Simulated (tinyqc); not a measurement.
## Trench capacitor in an array: capacitance, non-linearity, leakage and relaxation: cell against the diameter of the hole

A film between two metal electrodes, each interface adding a series capacitance ci. The small-signal permittivity is ek (1 + aq E^2); the field is found with the linear permittivity. Leakage J = J0 sinh(E/Ef). After a voltage step the film passes a relaxation current kr C V tt^(-nr), tt being the time in seconds. The sidewall is a coaxial capacitor with radii a = dm/2 - t and b = dm/2, depth AR dm; the end face is left out.

Per length 1/c = ln(b/a)/(2 pi eps0 ek) + (1/a + 1/b)/(2 pi ci); cell capacitance c AR dm; per footprint over pt^2; fields c V/(2 pi eps0 ek r) at r = a and b; resistance of the inner electrode rho AR dm/(pi a^2); time constant R C/3 of the distributed line. The pitch is scaled as pt dm/(45 nm).

Values chosen for this exercise; permittivity of the order of that of titanium dioxide:
```
symbol  value     unit                                                             meaning
ek       73.4                                            relative permittivity of the film
t          12       nm                                                      film thickness
ci       1000  uF/cm^2  capacitance of each electrode interface (dead layer and screening)
V         0.9        V                                                                bias
AR         50                                            aspect ratio, depth over diameter
pt         64       nm                                           pitch of the square array
rho       160  uohm cm                                  resistivity of the inner electrode
```

Constants: eps0 = 8.8541878128e-14 F/cm where lengths are in cm. Results are converted to the units shown.

Result of one run:

| dm (nm) | cell capacitance (fF) | per footprint (uF/cm^2) | field at a (MV/cm) | field at b (MV/cm) | R (kohm) | R C/3 (ps) |
|---|---|---|---|---|---|---|
| 42 | 9.999 | 280.2 | 1.166 | 0.4997 | 13.20 | 44.01 |

What becomes of these results when the diameter of the hole dm is changed from 42 to 31 nm, all else the same?

Result of the changed run:

| dm (nm) | cell capacitance (fF) | per footprint (uF/cm^2) | field at a (MV/cm) | field at b (MV/cm) | R (kohm) | R C/3 (ps) |
|---|---|---|---|---|---|---|
| 31 | 4.189 | 215.5 | 1.702 | 0.3843 | 64.44 | 89.99 |

The whole series:

| dm (nm) | cell capacitance (fF) | per footprint (uF/cm^2) | field at a (MV/cm) | field at b (MV/cm) | R (kohm) | R C/3 (ps) |
|---|---|---|---|---|---|---|
| 31 | 4.189 | 215.5 | 1.702 | 0.3843 | 64.44 | 89.99 |
| 42 | 9.999 | 280.2 | 1.166 | 0.4997 | 13.20 | 44.01 |
| 56 | 20.20 | 318.5 | 0.9938 | 0.5679 | 5.570 | 37.51 |
| 75 | 39.27 | 345.1 | 0.9051 | 0.6155 | 2.937 | 38.45 |
| 100 | 73.59 | 363.8 | 0.8536 | 0.6488 | 1.763 | 43.26 |
| 130 | 128.6 | 376.3 | 0.8230 | 0.6711 | 1.179 | 50.54 |
| 180 | 254.1 | 387.7 | 0.7976 | 0.6913 | 0.7534 | 63.80 |
| 240 | 460.1 | 394.9 | 0.7824 | 0.7042 | 0.5240 | 80.36 |

As dm goes from 31 to 240, the cell capacitance rises from 4.19 to 460 fF, the capacitance per footprint rises from 216 to 395 uF/cm^2, the ratio of the two fields falls from 4.43 to 1.11 and R C/3 goes from 90.0 through a minimum of 37.5 (at dm = 56 among the rows listed) to 80.4 ps; the time constant goes as dm^(-2.36) between the first two rows and dm^(0.80) between the last two.

tinyqc, about 0.01 s, one thread, Intel Xeon 2.30GHz (shared host): `OMP_NUM_THREADS=1 python tinyqc.py 2102143 2102144 out.jsonl`
